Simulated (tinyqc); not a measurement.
Inside a calculation: thin (001) film in sp3s* tight binding with raised dangling bonds. Values are carried at full precision from step to step, so a last printed digit may differ when a step is redone from the rounded ones.

sp3s* tight binding, nearest neighbours only: anion (a) at 0, cation (c) at a/4 (1,1,1), orbitals s, px, py, pz, s* on each; k in units of 2 pi/a. With phases e_j = exp(i (pi/2) k.n_j) for n = (1,1,1), (1,-1,-1), (-1,1,-1), (-1,-1,1): g0 = (e1+e2+e3+e4)/4, g1 = (e1+e2-e3-e4)/4, g2 = (e1-e2+e3-e4)/4, g3 = (e1-e2-e3+e4)/4. The diagonal holds the levels Esa, Epa, Exa (s*) and Esc, Epc, Exc. Anion-cation block: <sa|sc> = Vss g0; <sa|xc> = Vsapc g1; <xa|sc> = -Vscpa g1; <xa|xc> = Vxx g0; <xa|yc> = <ya|xc> = Vxy g3, <xa|zc> = <za|xc> = Vxy g2, <ya|zc> = <za|yc> = Vxy g1; <s*a|xc> = Vxapc g1; <xa|s*c> = -Vpaxc g1; y and z take g2 and g3 in place of g1; s-s* and s*-s* vanish.

Values chosen for the exercise (out of a larger set: near a published set for InAs, fitted to gaps, whose masses and valley positions are rough; not measured data):
```
symbol  value                                                                                          unit  meaning
p       (-9.511, 0.911, -2.729, 3.72, 7.398, 6.748, -5.597, 1.845, 4.483, 3.023, 5.459, 3.361, 3.917)  eV    order Esa, Epa, Esc, Epc, Exa, Exc, Vss, Vxx, Vxy, Vsapc, Vscpa, Vxapc, Vpaxc
N       4                                                                                                    atomic planes in the small film
dl      30                                                                                             eV    shift of the dangling hybrids
```

## Bulk edges along [001]

Gap at Gamma and minimum on (0,0,kz), kz from 0.5 to 1, from the bulk Ev. States at zero in-plane momentum come from this line alone.

edges (eV): Gamma 0.4274, Delta 2.2885

kz of the minimum = 1.0000 2 pi/a

## The two blocks of the small film

Planes alternate anion (a), cation (c) along [001], a/4 apart, starting with an anion; zero in-plane momentum; levels counted from the bulk Ev, the lower root of [[Epa, Vxx], [Vxx, Epc]]; no spin-orbit coupling. Block of s, pz, s*: from an anion to the cation above, Vss/2 (s,s), Vsapc/2 (s,z), -Vscpa/2 (z,s), Vxx/2 (z,z), Vxapc/2 (s*,z), -Vpaxc/2 (z,s*); to the cation below the same with the s-z and s*-z signs reversed. Block of u = (px + py)/sqrt2 and v = (px - py)/sqrt2: to the cation above (Vxx + Vxy)/2 for u and (Vxx - Vxy)/2 for v, to the cation below the reverse. Each surface atom has two dangling sp3 hybrids; raising both by dl adds (dl/2) [[1, t], [t, 1]] to its s, pz levels (t = -1 at the bottom face, +1 at the top) and dl to the one of u, v in whose plane the missing bonds lie (v for a bottom anion or a top cation, u for a top anion).

Fill them in.

s, pz, s* block (eV), lower triangle:
```
         sa1     za1    *a1     sc2     zc2    *c2     sa3     za3    *a3     sc4     zc4    *c4
sa1    5.492
za1  -15.000  15.914
*a1        0       0  7.401
sc2   -2.799  -2.729      0  -2.726
zc2    1.512   0.922  1.681       0   3.723
*c2        0  -1.958      0       0       0  6.751
sa3        0       0      0  -2.799  -1.512      0  -9.508
za3        0       0      0   2.729   0.922  1.958       0   0.914
*a3        0       0      0       0  -1.681      0       0       0  7.401
sc4        0       0      0       0       0      0  -2.799  -2.729      0  12.274
zc4        0       0      0       0       0      0   1.512   0.922  1.681  15.000  18.723
*c4        0       0      0       0       0      0       0  -1.958      0       0       0  6.751
```

u, v block (eV), lower triangle:
```
       ua1     va1     uc2    vc2    ua3     va3    uc4     vc4
ua1  0.914
va1      0  30.914
uc2  3.164       0   3.723
vc2      0  -1.319       0  3.723
ua3      0       0  -1.319      0  0.914
va3      0       0       0  3.164      0   0.914
uc4      0       0       0      0  3.164       0  3.723
vc4      0       0       0      0      0  -1.319      0  33.723
```

## Levels of the small film

Diagonalise both blocks.

levels of the s, pz, s* block (eV): -11.644  -8.096  -3.265  1.280  2.624  3.465  6.750  7.433  8.192  8.692  26.726  30.957

levels of the u, v block (eV): -1.818  -1.194  -0.612  5.250  5.714  6.456  30.979  33.777

No level lies between 0 and the bulk edge 0.427 eV; confinement has widened the gap at zero in-plane momentum to 1.892 eV.

## Checks

- Lowest conduction level of 201 planes, with the dangling hybrids shifted far away, against the bulk edge: 0.4348 against 0.4274.

Computed by tinyqc, a small Python program: `OMP_NUM_THREADS=1 python tinyqc.py 1450740 1450741 out.jsonl` (the numbers bound the seed that draws the inputs); one thread of a shared host (Intel(R) Xeon(R) Processor @ 2.30GHz), about 0.4 s for the whole set of steps.
